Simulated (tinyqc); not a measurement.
Free and trapped electrons in a MOS channel with a dense trap tail: one step of the calculation.

p-type body, charge-sheet picture, full ionisation (an idealisation for deep acceptors), Boltzmann statistics for free electrons. e = Ec - EF at the surface. Acceptor-like traps of density D(E) = D0 + De exp(-E/Ew) at depth E below Ec, from 0 to Eu, hold n_t = integral of D(E)/(1 + exp((e - E)/Vt)). psi = Eg - Vt ln(Nv/Na) - e; N_dep = sqrt(2 eps0 eps_r Na (psi - Vt)/q); n_f = sqrt(N_dep^2 + 2 eps0 eps_r Vt Nc exp(-e/Vt)/q) - N_dep; Vg = Vfb + psi + q (N_dep + n_t + n_f)/Cox, Cox = eps0 eox/tox.

Task. Charges and gate voltage. psi, N_dep, n_f and Vg as defined, with the n_t given; free share n_f/(n_f + n_t); apparent mobility mf n_f/(n_f + n_t); gate voltage spent on traps q n_t/Cox.

Values chosen for this exercise; band and dielectric values close to those of 4H silicon carbide: temperature T = 475 K; band gap Eg = 3.21 eV; relative permittivity eps_r = 9.55; conduction-band density of states at T Nc = 3.35e19 cm^-3; valence-band density of states at T Nv = 5e19 cm^-3; relative permittivity of the insulator eox = 3.9; insulator thickness tox = 48 nm; acceptor density Na = 4.8e15 cm^-3; flat-band voltage without trapped charge Vfb = -2.7 V; mobility of free electrons mf = 240 cm^2/(V s); Ec - EF at the surface e = 0.203 eV.

Constants: q = 1.602176634e-19 C, kB = 1.380649e-23 J/K, Vt = kB T/q, eps0 = 8.8541878128e-14 F/cm where lengths are in cm. Results are converted to the units shown.

n_t = 1.5266738e11 cm^-2

Find: psi; N_dep; n_f; Vg; free share; apparent mobility; gate voltage spent on traps.

Result.

psi = 2.6283 V
N_dep = 3.6207e11 cm^-2
n_f = 1.2028e11 cm^-2
Vg = 1.3426 V
free share = 44.067 %
apparent mobility = 105.76 cm^2/(V s)
gate voltage spent on traps = 0.34000 V

tinyqc, about 0.02 s, one thread, Intel Xeon 2.30GHz (shared host): `OMP_NUM_THREADS=1 python tinyqc.py 2222073 2222074 out.jsonl`
